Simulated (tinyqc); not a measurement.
From ionised share of the acceptors back to acceptor depth E_A: charge neutrality of a doped semiconductor with incomplete ionisation. Computed by tinyqc, a small Python program. Command: `OMP_NUM_THREADS=1 python tinyqc.py 3015638 3015639 out.jsonl dopant inv`. One thread of a shared host (Intel(R) Xeon(R) Processor @ 2.30GHz), about 0.04 s of CPU time with the checks.

Energies are counted from the top of the valence band; E_D is measured down from the conduction band and E_A up from the valence band.

Inputs (values chosen for the exercise, modelled on diamond):
```
quantity,value,unit
gap at 0 K E_g0,5.43,eV
Varshni alpha,0.000519,eV/K
Varshni beta,1510,K
electron mass m_e,0.581,m_0
valleys M_c,6,-
hole mass m_h,0.789,m_0
acceptor density N_A,2e+19,cm^-3
acceptor degeneracy g_A,4,-
temperature T,450,K
iteration cap,60,-
```

Doping: p-type. Statistics of the bands: Fermi-Dirac. Solver: Newton steps on the logarithm. Start of Newton steps: intrinsic level E_i.

Constants: m_0 = 9.1093837015e-31 kg; k_B = 1.380649e-23 J/K; h = 6.62607015e-34 J s; k_B = 8.617333262e-05 eV/K.

Method:
- E_g = E_g0 - alpha T^2/(T + beta).
- N_c = 2 M_c (2 pi m_e k_B T/h^2)^(3/2) and N_v = 2 (2 pi m_h k_B T/h^2)^(3/2), masses in units of m_0.
- n_i = sqrt(N_c N_v) exp(-E_g/(2 k_B T)); E_i = E_g/2 + (k_B T/2) ln(N_v/N_c).
- n = N_c F_1/2((E_F - E_g)/k_B T), p = N_v F_1/2(-E_F/k_B T).
- F_1/2(eta) = (2/sqrt(pi)) int_0^infinity sqrt(x)/(1 + exp(x - eta)) dx, by the trapezoid rule in t = sqrt(x) with step 0.02 up to t = 12 (for eta < -12 by exp(eta) - exp(2 eta)/2^(3/2)).
- N_A- = N_A/(1 + g_A exp((E_A - E_F)/k_B T)).
- Neutrality: p + N_D+ = n + N_A-; the log ratio is ln[(p + N_D+)/(n + N_A-)].
- Newton steps from the start named, with the slope from a central difference of 1e-6 eV; the function is the log ratio y = ln[(p + N_D+)/(n + N_A-)]; the bracket -0.3 to E_g + 0.3 eV is narrowed by the sign of y at each step, and a step that would leave it is replaced by its midpoint; stop when |log ratio| < 1e-9.

Task: A run gave the result below. Find the acceptor depth E_A, known to lie between 0.33 and 0.69 eV.

ionised share of the acceptors = 0.004308343

Result:

Each step takes the trial c = (a f_b - b f_a)/(f_b - f_a), f being the result less the target and a, b, c the logarithms of the listed values; c replaces end b, the old b replaces a if the sign of f changed, and otherwise f_a is halved.

Scan of the range:
```
acceptor depth E_A (eV),ionised share of the acceptors
0.330,0.00897048
0.373,0.00516463
0.422,0.00274975
0.477,0.00135418
0.540,0.00060130
0.610,0.00024390
0.690,0.00008695
```

False position (Illinois rule, in the logarithm of the input) inside the bracket:
```
step,end a,end b,trial,ionised share of the acceptors
1,0.373000,0.422000,0.389687,0.00416736
2,0.373000,0.389687,0.385485,0.00439875
3,0.389687,0.385485,0.387121,0.00430716
4,0.385485,0.387121,0.387100,0.00430833
5,0.385485,0.387100,0.387100,0.00430835
6,0.387100,0.387100,0.387100,0.00430834
```

Ionised share of the acceptors falls at every point of a 13-point scan of the range (every second point is shown), so one value fits; it is bracketed by 0.373 and 0.422. Answer: acceptor depth E_A = 0.3871 eV.
